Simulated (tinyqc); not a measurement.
## Poole-Frenkel parameters from three currents

Problem. Poole-Frenkel conduction in an insulator follows J = s0 F exp[-(pt - sqrt(q F/(pi eps0 ei)))/Vt], Vt = kB T/q, F in V/cm. Find ei, pt and s0.

Constants: q = 1.602176634e-19 C, kB = 1.380649e-23 J/K, eps0 = 8.8541878128e-14 F/cm where lengths are in cm. Results are converted to the units shown.

J at (0.98 MV/cm, 400 K), (3.93 MV/cm, 400 K) and (3.93 MV/cm, 450 K) (A/cm^2): [0.0024643140, 277.93605, 592.18727]

Answer. The two fields give the lowering coefficient and so ei; the two temperatures give the lowered barrier, to which the lowering is added back.

ei = 4.550
pt = 0.9400 eV
s0 = 0.06400 S/cm

Program tinyqc, `OMP_NUM_THREADS=1 python tinyqc.py 2370174 2370175 out.jsonl`; Intel Xeon 2.30GHz, shared host, one thread, about 0.01 s.
